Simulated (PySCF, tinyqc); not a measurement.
Worked calculation: MP2 on RHF in the sto-6g basis, for H4, spin multiplicity 1. The lowest restricted solution is unstable here: a spin-polarised one lies 0.0922 hartree lower (PySCF). One step of it, computed by the program tinyqc.

Question. Orthogonalisation. S = U s U^T; symmetric (Loewdin) form X = U s^(-1/2) U^T, so that X^T S X = 1.

overlap S, lower triangle:
```
          1H 1s     2H 1s     3H 1s     4H 1s
1H 1s  1.000000
2H 1s  0.493217  1.000000
3H 1s  0.465007  0.272804  1.000000
4H 1s  0.272804  0.465007  0.493217  1.000000
```

Give: eigenvalues of S; X.

Answer.

eigenvalues of S: 0.315  0.699  0.755  2.231

X, lower triangle:
```
        1H 1s   2H 1s   3H 1s  4H 1s
1H 1s   1.200
2H 1s  -0.290   1.200
3H 1s  -0.267   0.026   1.200
4H 1s   0.026  -0.267  -0.290  1.200
```
